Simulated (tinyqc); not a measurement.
Inside a calculation. Method: Pariser-Parr-Pople SCF with singles CI, for the molecule c1ccc2ccccc2c1 (SMILES; centres numbered as the heavy atoms are written). One step of it, computed by the program tinyqc.

Task: Singles CI, triplets. Over the 4 single excitations with the smallest orbital gaps: A = (e_a - e_i) delta - (ij|ab), with (pq|rs) = sum c_mp c_mq gamma_mn c_nr c_ns.

orbital energies (eV): -14.106441  -12.242579  -11.265853  -10.208624  -9.200497  -1.989503  -0.981376  0.075853  1.052579  2.916441

coefficients:
```
,MO1,MO2,MO3,MO4,MO5,MO6,MO7,MO8,MO9,MO10
1C,0.240185,0.424782,-0.184107,-0.398015,-0.263743,-0.263743,0.398015,-0.184107,0.424782,-0.240185
2C,0.240185,0.424782,0.184107,-0.398015,0.263743,-0.263743,-0.398015,-0.184107,-0.424782,0.240185
3C,0.301764,0.263743,0.398664,-0.002306,0.424782,0.424782,0.002306,0.398664,0.263743,-0.301764
4C,0.449999,0.000000,0.338146,0.427969,0.000000,0.000000,0.427969,-0.338146,0.000000,0.449999
5C,0.301764,-0.263743,0.398664,-0.002306,-0.424782,-0.424782,0.002306,0.398664,-0.263743,-0.301764
6C,0.240185,-0.424782,0.184107,-0.398015,-0.263743,0.263743,-0.398015,-0.184107,0.424782,0.240185
7C,0.240185,-0.424782,-0.184107,-0.398015,0.263743,0.263743,0.398015,-0.184107,-0.424782,-0.240185
8C,0.301764,-0.263743,-0.398664,-0.002306,0.424782,-0.424782,-0.002306,0.398664,0.263743,0.301764
9C,0.449999,0.000000,-0.338146,0.427969,0.000000,0.000000,-0.427969,-0.338146,0.000000,-0.449999
10C,0.301764,0.263743,-0.398664,-0.002306,-0.424782,0.424782,-0.002306,0.398664,-0.263743,0.301764
```

repulsion gamma_rs (eV):
```
,1C,2C,3C,4C,5C,6C,7C,8C,9C,10C
1C,11.130000,5.345539,3.871994,3.517359,2.621214,2.270597,2.343780,2.881359,3.872154,5.344569
2C,5.345539,11.130000,5.344569,3.872154,2.881359,2.343780,2.270597,2.621214,3.517359,3.871994
3C,3.871994,5.344569,11.130000,5.346287,3.873196,2.881359,2.621214,2.881514,3.872515,3.517455
4C,3.517359,3.872154,5.346287,11.130000,5.346287,3.872154,3.517359,3.872515,5.345539,3.872515
5C,2.621214,2.881359,3.873196,5.346287,11.130000,5.344569,3.871994,3.517455,3.872515,2.881514
6C,2.270597,2.343780,2.881359,3.872154,5.344569,11.130000,5.345539,3.871994,3.517359,2.621214
7C,2.343780,2.270597,2.621214,3.517359,3.871994,5.345539,11.130000,5.344569,3.872154,2.881359
8C,2.881359,2.621214,2.881514,3.872515,3.517455,3.871994,5.344569,11.130000,5.346287,3.873196
9C,3.872154,3.517359,3.872515,5.345539,3.872515,3.517359,3.872154,5.346287,11.130000,5.346287
10C,5.344569,3.871994,3.517455,3.872515,2.881514,2.621214,2.881359,3.873196,5.346287,11.130000
```

Give: triplet CI matrix; triplet excitation energies.

Result:

triplet CI matrix (eV):
```
,5>6,5>7,4>6,4>7
5>6,2.5375,0.0000,0.0000,0.2528
5>7,0.0000,4.0112,0.2528,0.0000
4>6,0.0000,0.2528,4.0112,0.0000
4>7,0.2528,0.0000,0.0000,4.2894
```

triplet excitation energies (eV): 2.5018  3.7584  4.2640  4.3251
